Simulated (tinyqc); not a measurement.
Ranking of structures: pair-potential crystal by lattice sums. Computed by tinyqc, a small Python program. Command: `OMP_NUM_THREADS=1 python tinyqc.py 3011604 3011605 out.jsonl pairsum walk`. One thread of a shared host (Intel(R) Xeon(R) Processor @ 2.30GHz), about 0.02 s of CPU time with the checks.

Energy per atom E = (1/2) sum over neighbours of phi(r); d is the nearest-neighbour distance.

Inputs (values chosen for the exercise, for model atoms): well depth eps = 0.686 eV; pair minimum r0 = 2.97 angstrom; cut-off r_c/r0 = 2.71; repulsive exponent n = 16; attractive exponent m = 6.

Potential: Mie n-m. Structure: fcc.

Constants: 1 eV/angstrom^3 = 160.2176634 GPa.

Method:
- phi0(r) = eps [m (r0/r)^n - n (r0/r)^m]/(n - m); shifted-force cut-off: phi(r) = phi0(r) - phi0(r_c) - (r - r_c) phi0'(r_c) for r < r_c, zero beyond.
- Shells (distance in units of d, count): fcc 1.0000 (12), 1.4142 (6), 1.7321 (24), 2.0000 (12), 2.2361 (24), 2.4495 (8), 2.6458 (48), 2.8284 (6), 3.0000 (36), 3.1623 (24); hcp 1.0000 (12), 1.4142 (6), 1.6330 (2), 1.7321 (18), 1.9149 (12), 2.0000 (6), 2.2361 (12), 2.3805 (12), 2.4495 (6), 2.5166 (6), 2.5820 (12), 2.6458 (24), 2.7080 (6), 2.8868 (12), 3.0000 (12), 3.1091 (24), 3.1623 (12); bcc 1.0000 (8), 1.1547 (6), 1.6330 (12), 1.9149 (24), 2.0000 (8), 2.3094 (6), 2.5166 (24), 2.5820 (24), 2.8284 (24), 3.0000 (32); sc 1.0000 (6), 1.4142 (12), 1.7321 (8), 2.0000 (6), 2.2361 (24), 2.4495 (24), 2.8284 (12), 3.0000 (30), 3.1623 (24); diamond 1.0000 (4), 1.6330 (12), 1.9149 (12), 2.3094 (6), 2.5166 (12), 2.8284 (24), 3.0000 (16). Volumes per atom in d^3: fcc 0.70711, hcp 0.70711, bcc 0.76980, sc 1.00000, diamond 1.53960; hcp has the ideal c/a. Every shell inside the cut-off is summed.
- Equilibrium: dE/dd = 0 at the lowest minimum with d between 0.78 r0 and 1.45 r0; B = d^2 E''(d)/(9 Omega).

Each structure at its own equilibrium:
```
structure  neighbours  d (angstrom)  E (eV/atom)  volume (angstrom^3)  B (GPa)
fcc                12        2.9262      -4.9431               17.717   498.71
hcp                12        2.9261      -4.9434               17.716   498.95
bcc                 8        2.8773      -4.6233               18.337   452.22
sc                  6        2.8856      -3.0761               24.026   231.60
diamond             4        2.9113      -1.7623               37.991    84.15
```

What follows from these numbers?

The order is hcp < fcc < bcc < sc < diamond; hcp lies 0.30 meV below fcc. fcc (-4.943065 eV) and hcp (-4.943364 eV) share two shells and differ from the third on. Pair forces reward the number of bonds: diamond reaches only 36 % of the best binding. Caution: each structure is relaxed in d alone and may be unstable against shear; the tiny fcc-hcp difference depends on the cut-off.

Extremes, crossings and ranges named in words are read from the listed rows.
